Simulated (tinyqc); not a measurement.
What moves the tail: Franz-Keldysh effect at a direct gap.

Parabolic bands, vertical transitions, no excitons. For each hole band j: mr = me mj/(me + mj); joint density of states J_j(E) = (mr/c)^(3/2) sqrt(E - Eg)/(2 pi^2), both spins, c = hbar^2/2m0; averaged matrix element |e.p|^2 = m0 Ep/6; alpha_j(E) = 4 pi^2 alpha_f c Ep J_j/(3 nr E) in 1/angstrom (alpha_f the fine-structure constant, listed as alpha among the constants), times 1e8 for 1/cm.

In a field Fd (1 kV/cm = 1e-5 V/angstrom) the electro-optic energy of band j is th = (c (e Fd)^2/mr)^(1/3), and sqrt(E - Eg) in J_j is replaced by pi sqrt(th) [Ai'(b)^2 - b Ai(b)^2] with b = (Eg - E)/th; Ai is the Airy function.

Constants: hbar^2/2m0 = 3.80998211 eV angstrom^2; fine-structure constant alpha = 0.007297352564.

Inputs chosen for the exercise (near those of InGaAs; the results hold for these values, not for the real material):
- Eg = 0.761 eV (direct gap)
- me = 0.0397 m0 (electron mass)
- mhh = 0.48 m0 (heavy-hole mass)
- mlh = 0.0501 m0 (light-hole mass)
- Ep = 22.3 eV (Kane energy)
- nr = 3.49 (refractive index)
- Fd = 22 kV/cm (uniform field)
- det = 15 meV (detuning below the gap)

At E = Eg - det.

Results for these values:
```
case  th heavy (meV)  alpha (1/cm)
base          17.133         102.1
```

What happens to each result for me = 0.0457 m0, all else kept?

Answer: th heavy falls from 17.133 to 16.410; alpha rises from 102.1 to 109.1.

The same for each parameter in turn:
```
case             th heavy (meV)  alpha (1/cm)
base                     17.133         102.1
Fd = 28.6 kV/cm          20.408         153.7
det = 25 meV             17.133         24.37
me = 0.0457 m0           16.410         109.1
mlh = 0.0651 m0          17.133         105.5
Ep = 24.5 eV             17.133         112.2
nr = 3.66                17.133         97.38
```

(tinyqc, `OMP_NUM_THREADS=1 python tinyqc.py 1682478 1682479 out.jsonl`, Intel(R) Xeon(R) Processor @ 2.30GHz, 1 thread, shared host, about 0.01 s.)
